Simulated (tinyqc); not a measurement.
# Changing the source temperature T

Model: vacuum evaporation: vapour pressure, source flux, thickness distribution, purity and step coverage. Computed by tinyqc, a small Python program. Command: `OMP_NUM_THREADS=1 python tinyqc.py 3114316 3114317 out.jsonl evap sweep`. One thread of a shared host (Intel(R) Xeon(R) Processor @ 2.30GHz), about 0.01 s of CPU time with the checks.

Molecular flow, unit sticking of the metal, no re-evaporation. The background gas is taken as water vapour (18.015 g/mol, collision diameter 0.37 nm) at 300 K.

Inputs (values chosen for the exercise, modelled on indium, with constants for the liquid):
```
quantity                    value    unit
molar mass M                114.8   g/mol
film density rho             7.31  g/cm^3
vapour-pressure constant A  10.36       -
vapour-pressure constant B  12230       K
source area                  0.61    cm^2
directionality n                4       -
source-to-wafer distance h     45      cm
wafer radius R                7.5      cm
background pressure p       9e-07      Pa
sticking of background gas    0.5       -
```

Constants: u = 1.6605390666e-27 kg; k_B = 1.380649e-23 J/K; R = 8.314462618 J/(mol K).

Method:
- log10(p_v/Pa) = A - B/T; flux from the surface Phi = p_v/sqrt(2 pi m k_B T), m = M u.
- Mass loss = Phi x area x m; heat of evaporation = ln(10) R B; d ln Phi/dT = ln(10) B/T^2 - 1/(2 T).
- A small source emits (n + 1) Phi area cos^n(phi)/(2 pi) per solid angle; on a parallel plane at height h and lateral distance l the arrival rate is (n + 1) Phi area/(2 pi h^2) x (1 + (l/h)^2)^(-(n + 3)/2). Growth rate = arrival rate x m/rho, m = M u. The wafer is fixed and centred above the source.
- Mean free path lambda = k_B T_g/(sqrt2 pi d^2 p); unscattered share exp(-h/lambda); gas arrival p/sqrt(2 pi m_g k_B T_g); impurity ratio = sticking x gas arrival/metal arrival; monolayer time = 1e15 cm^-2/(sticking x gas arrival).

One run for each value; columns: (1) source temperature T (K); (2) growth rate at the centre (nm/s); (3) vapour pressure p_v (Pa); (4) impurity ratio; (5) change of flux per kelvin (%/K):
```
(1)          (2)         (3)         (4)     (5)
978   3.5193e-04  7.1596e-03  1.1951e+00  2.8931
1020  1.1278e-03  2.3432e-02  3.7291e-01  2.6577
1070  4.0008e-03  8.5132e-02  1.0513e-01  2.4129
1110  1.0141e-02  2.1978e-01  4.1475e-02  2.2405
1150  2.4077e-02  5.3115e-01  1.7468e-02  2.0859
1200  6.5386e-02  1.4734e+00  6.4323e-03  1.9139
1240  1.3713e-01  3.1412e+00  3.0671e-03  1.7911
1290  3.2421e-01  7.5750e+00  1.2973e-03  1.6535
```

Over the rows, growth rate at the centre (nm/s) rises from 3.52e-4 to 0.324 (exponent d ln y / d ln x 28 between the first rows and 22 between the last); vapour pressure p_v (Pa) rises from 0.00716 to 7.57 (exponent d ln y / d ln x 28 between the first rows and 22 between the last); impurity ratio falls from 1.20 to 0.00130 (exponent d ln y / d ln x -28 between the first rows and -22 between the last).

Caution (rows 978): more gas than metal sticks, so a compound rather than a metal film would grow.
